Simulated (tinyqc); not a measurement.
What each parameter does: six-band k.p model of the valence band of a wurtzite crystal.

At k = 0: E1 = D1c + D2c + Te + Le (pure HH); E2, E3 = Le + u +/- sqrt(u^2 + 2 D3c^2), u = (D1c - D2c + Te)/2, D1c = Dcr, D2c = D3c = Dso/3. The weight of LH in state 2 is fL = (E2 - Le)^2/((E2 - Le)^2 + 2 D3c^2). Relative strengths of transitions to the conduction band: for E perpendicular to c (TE) 1/2, fL/2, (1 - fL)/2; for E along c (TM) 0, 1 - fL, fL, with one momentum element for both directions.

Strain of a c-plane layer: exx = eyy = e_par, ezz = -2 (C13/C33) e_par; Le = D1 ezz + D2 (exx + eyy), Te = D3 ezz + D4 (exx + eyy).

Conduction edge: Ec = (top of the unstrained valence band) + Eg + (a1 + D1) ezz + (a2 + D2)(exx + eyy).

Parameters, chosen for this exercise (near those of AlN; not measured data): Dcr = -0.1709 eV (crystal-field splitting); Dso = 0.0198 eV (spin-orbit splitting); Eg = 6.308 eV (direct gap at Gamma from the top of the unstrained valence band); a1 = -3.51 eV (gap potential along c); a2 = -11.39 eV (gap potential in the plane); D1 = -17.4 eV; D2 = 7.91 eV; D3 = 8.91 eV; D4 = -4.09 eV; C13 = 112 GPa; C33 = 365 GPa; e_par = 0.0031 (exx = eyy of a c-plane layer).

Splittings at k = 0 under the strain, fL and the lowest transition.

Results for these values:
```
case  E1 - E2 (meV)  E1 - E3 (meV)      fL  lowest transition (eV)
base        -207.00          13.60  0.0018                  6.2442
```

What happens to each result for D4 = -3.272 eV, all else kept?

Answer: E1 - E2 rises from -207.00 to -201.94; E1 - E3 does not change at the printed digits; fL rises from 0.0018 to 0.0019; lowest transition falls from 6.2442 to 6.2441.

The same for each parameter in turn:
```
case             E1 - E2 (meV)  E1 - E3 (meV)      fL  lowest transition (eV)
base                   -207.00          13.60  0.0018                  6.2442
D4 = -3.272 eV         -201.94          13.60  0.0019                  6.2441
a1 = -2.808 eV         -207.00          13.60  0.0018                  6.2428
D1 = -20.88 eV         -207.00          13.60  0.0018                  6.2442
e_par = 0.00248        -198.56          13.61  0.0019                  6.2569
C13 = 89.6 GPa         -203.62          13.60  0.0018                  6.2428
C33 = 292 GPa          -211.23          13.59  0.0017                  6.2458
D3 = 10.692 eV         -210.39          13.59  0.0017                  6.2442
D2 = 6.328 eV          -207.00          13.60  0.0018                  6.2442
```

D1 and D2 shift all valence edges and the conduction edge alike, so they drop out of splittings and transitions.

(tinyqc, `OMP_NUM_THREADS=1 python tinyqc.py 1080912 1080913 out.jsonl`, Intel(R) Xeon(R) Processor @ 2.30GHz, 1 thread, shared host, about 0.01 s.)
